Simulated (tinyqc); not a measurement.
From results back to parameters: five-level k.p model folded onto the conduction band. Four cases, with inputs chosen for the exercise.

Problem. The levels are known; the mass and the g factor at E = Eg are given. Find Ep and Ep2.

Second-order sums for the lowest conduction level at E: 1/m = 1 + Cm + (Ep/3)(2/E + 1/(E + Dso)) - (Ep2/3)(2/(E7 + D2 - E) + 1/(E7 - E)); g/2 = 1 + Cg - (Ep/3)(1/E - 1/(E + Dso)) - (Ep2/3)(1/(E7 - E) - 1/(E7 + D2 - E)). E is counted from the top of the valence band; E = Eg at the edge.

Case 1.

Values chosen (near those of CdTe; shifted at random, so the results belong to these values and not to a real crystal): Eg = 1.614 eV (gap at Gamma to the s-like level); Dso = 0.861 eV (spin-orbit splitting); E7 = 5.22 eV (upper Gamma7 conduction level, from the valence top); D2 = 0.28 eV (its spin-orbit splitting, Gamma8 above Gamma7); Cm = -0.3 (remote term in 1/m); Cg = 0 (remote term in g/2).

m = 0.09779123 m0
g = -0.688944

Case 2.

Values chosen (near those of InP; shifted at random, so the results belong to these values and not to a real crystal): Eg = 1.489 eV (gap at Gamma to the s-like level); Dso = 0.114 eV (spin-orbit splitting); E7 = 4.63 eV (upper Gamma7 conduction level, from the valence top); D2 = 0.07 eV (its spin-orbit splitting, Gamma8 above Gamma7); Cm = -1 (remote term in 1/m); Cg = -0.02 (remote term in g/2).

m = 0.08049462 m0
g = 1.313003

Case 3.

Values chosen (near those of GaSb; shifted at random, so the results belong to these values and not to a real crystal): Eg = 0.807 eV (gap at Gamma to the s-like level); Dso = 0.764 eV (spin-orbit splitting); E7 = 3.23 eV (upper Gamma7 conduction level, from the valence top); D2 = 0.35 eV (its spin-orbit splitting, Gamma8 above Gamma7); Cm = -2.4 (remote term in 1/m); Cg = -0.02 (remote term in g/2).

m = 0.03795074 m0
g = -9.012658

Case 4.

Values chosen (near those of GaAs; shifted at random, so the results belong to these values and not to a real crystal): Eg = 1.529 eV (gap at Gamma to the s-like level); Dso = 0.344 eV (spin-orbit splitting); E7 = 4.62 eV (upper Gamma7 conduction level, from the valence top); D2 = 0.16 eV (its spin-orbit splitting, Gamma8 above Gamma7); Cm = -0 (remote term in 1/m); Cg = -0.02 (remote term in g/2).

m = 0.06585570 m0
g = -0.142051

Find: coefficients of (Ep, Ep2); right-hand sides 1/m - 1 - Cm and 1 + Cg - g/2; Ep, Ep2.

Solution. Both sums are linear in Ep and Ep2, so two equations fix them.

Case 1.

coefficients of (Ep, Ep2) (1/eV):
```
         1         2
1  0.54773  -0.26399
2  0.07185   0.00666
```

right-hand sides 1/m - 1 - Cm and 1 + Cg - g/2: 9.5259  1.3445

Ep, Ep2 (eV): 18.50  2.30

Case 2.

coefficients of (Ep, Ep2) (1/eV):
```
         1         2
1  0.65567  -0.31374
2  0.01592   0.00231
```

right-hand sides 1/m - 1 - Cm and 1 + Cg - g/2: 12.4232  0.3235

Ep, Ep2 (eV): 20.00  2.20

Case 3.

coefficients of (Ep, Ep2) (1/eV):
```
         1         2
1  1.03828  -0.37798
2  0.20087   0.01736
```

right-hand sides 1/m - 1 - Cm and 1 + Cg - g/2: 27.7499  5.4863

Ep, Ep2 (eV): 27.20  1.30

Case 4.

coefficients of (Ep, Ep2) (1/eV):
```
         1         2
1  0.61398  -0.31291
2  0.04004   0.00531
```

right-hand sides 1/m - 1 - Cm and 1 + Cg - g/2: 14.1847  1.0510

Ep, Ep2 (eV): 25.60  4.90

Computed by tinyqc, one run a case: `OMP_NUM_THREADS=1 python tinyqc.py N N+1 out.jsonl` with N = 1080010, 1080014, 1080021, 1080097; one thread of a shared Intel(R) Xeon(R) Processor @ 2.30GHz, about 0.01 s a run at most.
